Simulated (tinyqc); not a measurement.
Octagonal on-chip spiral inductor, lumped pi model: effect of the substrate resistivity.

Outer diameter do = di + 2 n wd + 2 (n - 1) sp, mean da = (do + di)/2, fill p = (do - di)/(do + di), length l = 3.314 n da. L = 2.25 mu0 n^2 da/(1 + 3.55 p), mu0 = 4 pi 1e-7 H/m. Rs = rho l/(wd delta (1 - exp(-th/delta))), delta = sqrt(rho/(pi f mu0)). Cs = n wd^2 eps0 eo/hu across the coil. At each end Cox = l wd eps0 eo/(2 ho) leads to the substrate branch Rsi = 2 rs he/(l wd) in parallel with Csi = l wd eps0 11.7/(2 he). With one end grounded Y = 1/(Rs + i w L) + i w Cs + 1/[1/(i w Cox) + 1/(1/Rsi + i w Csi)], w = 2 pi f; Q = -Im Y/Re Y. Eddy currents in neighbouring turns and in the substrate are left out.

Peak Q and its frequency from a search over f; self-resonance where Im Y = 0; Q at the given f (negative beyond resonance).

Parameters, values chosen for the exercise; values of the order met in silicon radio-frequency processes:
- n = 6.5 (number of turns)
- wd = 15 um (line width)
- sp = 2 um (space between turns)
- di = 100 um (inner diameter)
- th = 4 um (metal thickness)
- rho = 3 uohm cm (metal resistivity)
- ho = 8.4 um (oxide below the coil)
- hu = 0.7 um (oxide between coil and underpass)
- eo = 4.1 (relative permittivity of the oxide)
- he = 80 um (effective spreading depth in the substrate)
- f = 3.5 GHz (frequency)

Constants: eps0 = 8.8541878128e-12 F/m. Results are converted to the units shown.

The same in every row: L (nH) = 8.747; do (um) = 317.0.

Results:

| rs (ohm cm) | peak Q | f of the peak (GHz) | self-resonance (GHz) | Q at f |
|---|---|---|---|---|
| 0.1 | 14.41 | 1.761 | 3.614 | 1.612 |
| 1 | 13.37 | 1.537 | 3.624 | 0.8315 |
| 3 | 12.20 | 1.323 | 3.699 | 0.6161 |
| 30 | 9.728 | 1.030 | 5.009 | 2.748 |
| 100 | 11.71 | 1.566 | 5.130 | 6.529 |
| 1000 | 16.98 | 2.341 | 5.143 | 13.85 |
| 10000 | 18.16 | 2.495 | 5.143 | 15.59 |

Estimate the missing row, rs = 10 ohm cm.

Computed row:

| rs (ohm cm) | peak Q | f of the peak (GHz) | self-resonance (GHz) | Q at f |
|---|---|---|---|---|
| 10 | 10.64 | 1.088 | 4.330 | 1.094 |

With this row back in the table: As rs goes from 0.1 to 10000, L stays at 8.75 nH, the peak Q goes from 14.4 through a minimum of 9.73 (at rs = 30 among the rows listed) to 18.2, its frequency goes from 1.76 through a minimum of 1.03 (at rs = 30 among the rows listed) to 2.49 GHz and the self-resonance rises from 3.61 to 5.14 GHz. In this model both a very low and a very high resistivity dissipate little: the first shorts the branch to a pure Cox, the second blocks the current. For rs = 0.1, 1 eddy currents in the substrate, left out, would lower Q markedly.

Program tinyqc, `OMP_NUM_THREADS=1 python tinyqc.py 2302229 2302230 out.jsonl`; Intel Xeon 2.30GHz, shared host, one thread, about 0.01 s.
